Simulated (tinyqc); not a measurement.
Plane-wave Kohn-Sham cycle with exchange-only LDA in a layered model solid, step by step. One step of it, computed by the program tinyqc.

Question. Iteration 1: levels at that k. Diagonalise the Hermitian matrix.

H (hartree), lower triangle:
```
,-2,-1,+0,+1,+2
-2,0.708366
-1,-0.125000,0.023690
+0,0.000000,-0.125000,-0.204536
+1,0.000000,0.000000,-0.125000,0.023690
+2,0.000000,0.000000,0.000000,-0.125000,0.708366
```

Give: eigenvalues.

Answer.

eigenvalues (hartree): -0.304  0.002  0.100  0.730  0.732
